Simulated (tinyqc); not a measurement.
Same peak temperature, different pulse lengths: millisecond and nanosecond annealing: surface heating, thermal budget and solid-phase regrowth. Computed by tinyqc, a small Python program. Command: `OMP_NUM_THREADS=1 python tinyqc.py 3002465 3002466 out.jsonl flash walk`. One thread of a shared host (Intel(R) Xeon(R) Processor @ 2.30GHz), about 0.01 s of CPU time with the checks.

A square pulse heats the surface of a thick wafer with constant thermal properties; losses by radiation are neglected and silicon melts at 1414 C.

Inputs (values chosen for the exercise, modelled on hot silicon with phosphorus):

| quantity | value | unit |
|---|---|---|
| incident fluence | 41.6 | J/cm^2 |
| pulse length t_p | 0.0037 | s |
| reflectance R | 0.36 | - |
| thermal conductivity k | 0.31 | W/(cm K) |
| heat capacity per volume c | 2.33 | J/(cm^3 K) |
| preheat temperature T0 | 500 | C |
| wafer thickness d | 775 | um |
| dopant prefactor D0 | 4.72 | cm^2/s |
| dopant activation energy E | 3.71 | eV |
| regrowth prefactor v0 | 3.4e+08 | cm/s |
| regrowth energy E_v | 2.71 | eV |
| amorphous layer | 11 | nm |

Source: flash lamp.

Constants: k_B = 8.617333262e-05 eV/K.

Method:
- Absorbed flux q = (1 - R) fluence/t_p; kappa = k/c. With f(z, t) = (2 q/k) sqrt(kappa t) ierfc(z/(2 sqrt(kappa t))), ierfc(x) = exp(-x^2)/sqrt(pi) - x erfc(x): T = T0 + f(z, t) during the pulse and T0 + f(z, t) - f(z, t - t_p) after it.
- At the surface the rise at the end of the pulse is 2 q sqrt(t_p/(pi k c)); the fluence that just melts the surface scales with (1414 - T0).
- Temperatures in kelvin are T(C) + 273.15.
- Integrate exp(-E/(k_B T(t))) at the surface from 0 to 10 t_p (Gauss-Legendre, 60 points in sqrt(t) up to t_p and 60 in sqrt(t - t_p) after it). (Dt) = D0 x integral with E; regrowth = v0 x integral with E_v; effective time = integral/exp(-E/(k_B T_peak)).
- For each t_p the flux is set so that the peak temperature stays the same: q sqrt(t_p) is fixed.

absorbed flux q = 7195.68 W/cm^2

kappa = 0.133047 cm^2/s

Pulses:

| t_p (s) | fluence (J/cm^2) | q (W/cm^2) | thermal length (um) | 2 sqrt(Dt) (nm) | regrowth (nm) |
|---|---|---|---|---|---|
| 1.00e-07 | 2.1627e-01 | 1.3841e+06 | 1.1535e+00 | 6.4399e-04 | 5.3695e-03 |
| 1.00e-06 | 6.8390e-01 | 4.3770e+05 | 3.6476e+00 | 2.0365e-03 | 5.3695e-02 |
| 1.00e-05 | 2.1627e+00 | 1.3841e+05 | 1.1535e+01 | 6.4399e-03 | 5.3695e-01 |
| 1.00e-04 | 6.8390e+00 | 4.3770e+04 | 3.6476e+01 | 2.0365e-02 | 5.3695e+00 |
| 3.00e-04 | 1.1845e+01 | 2.5270e+04 | 6.3178e+01 | 3.5273e-02 | 1.6109e+01 |
| 1.00e-03 | 2.1627e+01 | 1.3841e+04 | 1.1535e+02 | 6.4399e-02 | 5.3695e+01 |
| 3.00e-03 | 3.7459e+01 | 7.9912e+03 | 1.9979e+02 | 1.1154e-01 | 1.6109e+02 |
| 1.00e-02 | 6.8390e+01 | 4.3770e+03 | 3.6476e+02 | 2.0365e-01 | 5.3695e+02 |

Fluence and diffusion length grow as sqrt(t_p), regrowth as t_p. The layer of 11 nm regrows from t_p = 0.0003 s on among these rows, at a diffusion length of 0.035 nm. Caution: heat reaches the back of the wafer, which is no longer thick. Caution: the shortest pulses need a source absorbed within their thermal length, and the longest also heat the back of the wafer, which the thick-wafer formula leaves out.

Extremes, crossings and ranges named in words are read from the listed rows.
